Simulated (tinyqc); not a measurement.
# Undoped gate-all-around wire MOSFET, analytic charge model, step by step

Numbers from tinyqc (`OMP_NUM_THREADS=1 python tinyqc.py 2460059 2460060 out.jsonl`; about 0.02 s on one thread of a shared Intel Xeon 2.30GHz). Printed values are rounded.

An undoped round wire of radius R under an insulator shell and a surrounding gate; long channel, electrons only, n = ni exp((psi - V)/Vt) with V the quasi-Fermi potential (0 at the source, Vd at the drain), constant mobility, no quantisation. The radial Poisson equation gives n(r) = n(0)/(1 - (1 - b) r^2/R^2)^2 with b = Q0/(Q + Q0). Q is the electron charge per area of the wire surface.

Parameters, values chosen for the exercise; material values those of a made-up semiconductor:
- T = 350 K (temperature)
- Eg = 1.41 eV (band gap)
- eps_r = 14.3 (relative permittivity of the semiconductor)
- Nc = 3.06e19 cm^-3 (conduction-band density of states at T)
- Nv = 4.25e19 cm^-3 (valence-band density of states at T)
- eox = 8.57 (relative permittivity of the gate insulator)
- tox = 1.7 nm (insulator thickness)
- R = 20 nm (wire radius)
- dphi = 0.14 V (gate work function less that of the intrinsic body)
- mu = 360 cm^2/(V s) (channel mobility)
- L = 0.2 um (gate length)
- Vg = 0.59 V (gate voltage)
- Vd = 0.3 V (drain voltage)

Constants: q = 1.602176634e-19 C, kB = 1.380649e-23 J/K, Vt = kB T/q, eps0 = 8.8541878128e-14 F/cm where lengths are in cm. Results are converted to the units shown.

## Constants of the wire

ni = sqrt(Nc Nv) exp(-Eg/(2 Vt)), Eg in volts; Cox = eps0 eox/(R ln(1 + tox/R)); Q0 = 4 eps0 eps_r Vt/R; V0 = dphi + Vt ln[8 eps0 eps_r Vt/(q ni R^2)].

ni = 2.54391e9 cm^-3
Cox = 4.65067 uF/cm^2
Q0 = 76.3758 nC/cm^2
V0 = 0.714521 V

## Iteration 1: charge at the source by Newton steps in y = ln(Q/Q0)

y at the start = 2

With V = 0 and Q = Q0 exp(y): f = Q/Cox + Vt y + Vt ln(1 + Q/Q0) - (Vg - V0); df/dy = Q/Cox + Vt (1 + Q/(Q + Q0)); y(new) = y - f/(df/dy).

Q = 564.345 nC/cm^2
f = 0.370339 V
df/dy = 0.178073 V
y after iteration 1 = -0.0797041

## Iteration 2: charge at the source by Newton steps in y = ln(Q/Q0)

As before.

Q = 70.5246 nC/cm^2
f = 0.157010 V
df/dy = 0.0598047 V
y after iteration 2 = -2.70507

## Course of the iteration: charge at the source by Newton steps in y = ln(Q/Q0)

Stop when y changes by less than 1e-11, or after 60 iterations.

Course of the iteration:

| iteration | y | \|change\| |
|---|---|---|
| 1 | -0.0797041 | 2.08 |
| 2 | -2.70507 | 2.63 |
| 3 | -4.09229 | 1.39 |
| 4 | -4.15272 | 0.0604 |
| 5 | -4.15276 | 4.41e-5 |
| 6 | -4.15276 | 2.26e-11 |
| 7 | -4.15276 | 0 |

Converged in 7 iterations. At the end the number of correct digits about doubles with each step.

## Drain current and line charge

Qs = 1.20070 nC/cm^2
Qd = 5.89002e-5 nC/cm^2

Q solves Vg - V0 - V = Q/Cox + Vt ln(Q/Q0) + Vt ln(1 + Q/Q0). I = mu (2 pi R/L)[2 Vt (Qs - Qd) + (Qs^2 - Qd^2)/(2 Cox) + Vt Q0 ln((Qd + Q0)/(Qs + Q0))], with Qs at V = 0 and Qd at V = Vd. Electrons per length at the source: 2 pi R Qs/q; surface over centre density: (1 + Qs/Q0)^2.

first term = 0.0163820 uA
second term = 3.50596e-5 uA
third term = -0.00812728 uA
I = 0.00828979 uA
electrons per length = 0.00941748 1/nm
surface over centre density = 1.03169

The square-law term makes up 0.423 % of the current. Below threshold the third term cancels half of the first, leaving the diffusion current Vt (Qs - Qd).
